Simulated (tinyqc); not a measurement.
p-n junction with a stepped n side, non-linear Poisson equation by Newton steps: capacitance and field against bias.

One dimension, p side on the left, n side on the right; net doping C = -Na for x < 0, +N1 for 0 < x < L1 and +Nd beyond. The potential psi is counted from the intrinsic level, and the quasi-Fermi potentials are flat: 0 for holes and -V for electrons, so n = ni exp((psi + V)/Vt) and p = ni exp(-psi/Vt) (Boltzmann statistics, full ionisation, no current). Under reverse bias this makes the minority densities vanishingly small everywhere; they play no part in the charge.

The Poisson equation d/dx(eps0 eps_r dpsi/dx) = -q (p - n + C) is solved on a mesh of more than 1000 nodes that ends in neutral material (psi_p = -Vt ln(Na/ni), psi_n = Vt ln(Nd/ni) - V). C_j = q d/dV of the integral of p over x, from the linearised equation. ni = sqrt(Nc Nv) exp(-Eg/(2 Vt)), Eg in volts. Depletion approximation: Vbi = Vt ln(Na Nd/ni^2), W = sqrt(2 eps0 eps_r (Vbi - V)(1/Na + 1/Nd)/q), xp = W Nd/(Na + Nd), xn = W Na/(Na + Nd), peak field 2 (Vbi - V)/W, capacitance eps0 eps_r/W. The last column applies it to an abrupt Na-Nd junction.

Values chosen for this exercise; band and dielectric values those of a made-up semiconductor:

| symbol | value | unit | meaning |
|---|---|---|---|
| T | 300 | K | temperature |
| Eg | 4.12 | eV | band gap |
| eps_r | 11.1 |  | relative permittivity |
| Nc | 1.91e19 | cm^-3 | conduction-band density of states at T |
| Nv | 1.92e19 | cm^-3 | valence-band density of states at T |
| Na | 1.6e16 | cm^-3 | acceptor density of the p side |
| Nd | 2.9e16 | cm^-3 | donor density of the n side |
| L1 | 68 | nm | width of the first n layer |
| N1 | 1.4e17 | cm^-3 | donor density of the first n layer |

Constants: q = 1.602176634e-19 C, kB = 1.380649e-23 J/K, Vt = kB T/q, eps0 = 8.8541878128e-14 F/cm where lengths are in cm. Results are converted to the units shown.

Capacitance and field against bias:
```
V (V)  peak |E| (kV/cm)  C_j (nF/cm^2)  1/C_j^2 (cm^4/uF^2)  eps0 eps_r/C_j (nm)  abrupt depletion C (nF/cm^2)
0.57              122.0          18.75                 2844                524.1                         15.93
-0.25             136.8          16.67                 3600                589.7                         14.21
-1.07             150.0          15.09                 4389                651.1                         12.95
-1.89             162.0          13.82                 5236                711.2                         11.98
-2.72             173.2          12.73                 6172                772.1                         11.19
-3.54             183.5          11.82                 7157                831.4                         10.54
-4.36             193.0          11.07                 8163                888.0                         9.993
-5.18             202.0          10.44                 9173                941.3                         9.525
-6                210.5          9.910              1.018e4                991.8                         9.116
```

With V going from 0.57 to -6 V, C_j falls from 18.8 to 9.91 nF/cm^2 and the peak field rises from 122 to 210 kV/cm. The slope of 1/C_j^2, read as N = 2/(q eps0 eps_r |slope|), gives 1.38e16 cm^-3 between the first two rows and 1.03e16 cm^-3 between the last two, against Na Nd/(Na + Nd) = 1.03e16 cm^-3; it is not a straight line, so no single doping describes it. At the end C_j goes as (Vbi - V)^(-0.60) with Vbi = 3.77 V, and it is 8.7 % above the abrupt depletion formula (at the first row 18 % above it).

Computed by the program tinyqc: `OMP_NUM_THREADS=1 python tinyqc.py 2000133 2000134 out.jsonl`, one thread of a shared Intel Xeon 2.30GHz, about 0.08 s for the whole run.
